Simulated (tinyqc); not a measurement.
Against voltage: leakage through a gate insulator: direct, Fowler-Nordheim, trap-assisted and Poole-Frenkel currents. Computed by tinyqc, a small Python program. Command: `OMP_NUM_THREADS=1 python tinyqc.py 3017118 3017119 out.jsonl oxideleak walk`. One thread of a shared host (Intel(R) Xeon(R) Processor @ 2.30GHz), about 0.01 s of CPU time with the checks.

Electrons enter from the cathode Fermi level at x = 0; the conduction band of the insulator lies phi_b - e F x above it, F = V/t. WKB exponents use a parabolic band with mass m.

Inputs (values chosen for the exercise, with an insulator like SiO2):

| quantity | value | unit |
|---|---|---|
| thickness t | 1.7 | nm |
| barrier phi_b | 3.19 | eV |
| tunnelling mass m | 0.38 | m_0 |
| static constant eps_ox | 3.99 | - |
| trap depth phi_t | 1.6 | eV |
| trap density N_t | 1.8e+17 | cm^-3 |
| attempt rate nu_0 | 5e+12 | 1/s |
| activation of capture E_a | 0.19 | eV |
| temperature T | 200 | K |

Constants: e = 1.602176634e-19 C; hbar = 1.054571817e-34 J s; hbar^2/(2 m_0) = 3.80998212 eV angstrom^2; k_B = 8.617333262e-05 eV/K.

Method:
- For a level a distance phi(x) below the band, the WKB exponent is 2 int kappa dx with kappa = sqrt(m phi/(hbar^2/2m_0)); for a linear barrier from phi_1 down to phi_2 = max(phi_1 - e F d, 0) it is G = (4/3) sqrt(m/(hbar^2/2m_0)) (phi_1^(3/2) - phi_2^(3/2))/(e F).
- J_tun = e^3 F^2/(16 pi^2 hbar m phi_b) x exp(-G) / [1 - sqrt(phi_2/phi_b)]^2 with the free-electron mass in the cathode (m in m_0), phi_2 = max(phi_b - e V, 0): direct tunnelling for e V < phi_b, Fowler-Nordheim above. Image forces, back-flow and the limit on supply are left out, so J_tun is overstated below about 0.5 V.
- A trap at depth x lies phi_t below the band. Capture: tunnel at the cathode Fermi level from 0 to x (G_in from phi_1 = phi_b), rate nu_0 exp(-G_in - E_c/k_B T) with E_c = E_a + max(phi_b - phi_t - e F x, 0), the last term being the height of the trap above the cathode Fermi level. Emission: tunnel from the trap level to the anode (G_out from phi_1 = phi_t over t - x), rate nu_0 exp(-G_out - E_a/k_B T). Re-emission to the cathode follows from detailed balance, rate_back = rate_in exp(dE/k_B T) with dE = phi_b - phi_t - e F x. Each trap passes R = rate_in rate_out/(rate_in + rate_back + rate_out) electrons per second; filling from the anode is left out.
- J_TAT = e N_t int_0^t R dx by the midpoint rule on 400 intervals; the most effective depth is the midpoint with the largest R, rounded to 0.01 nm.

Currents:

| V (V) | F (MV/cm) | J_tun (A/cm^2) | J_TAT (A/cm^2) | best depth (nm) |
|---|---|---|---|---|
| 0.20 | 1.176 | 11.02 | 2.3744e-43 | 0.76 |
| 0.41 | 2.412 | 14.74 | 1.0945e-39 | 1.70 |
| 0.62 | 3.647 | 19.83 | 9.5043e-35 | 1.70 |
| 0.83 | 4.882 | 26.86 | 1.5489e-29 | 1.70 |
| 1.04 | 6.118 | 36.63 | 3.0601e-24 | 1.70 |
| 1.25 | 7.353 | 50.34 | 6.6704e-19 | 1.70 |
| 1.45 | 8.529 | 68.66 | 8.5927e-14 | 1.70 |
| 1.66 | 9.765 | 95.95 | 2.3301e-09 | 1.63 |
| 1.87 | 11.000 | 135.40 | 2.3591e-08 | 1.45 |

What follows from these numbers?

Tunnelling without traps rules in every row. Over the range J_tun grows by 1.1 decades and J_TAT by 35.0. The highest rows may lie beyond breakdown. Below about 0.5 V the formula for J_tun, which has no back-flow, overstates the current.

Extremes, crossings and ranges named in words are read from the listed rows.
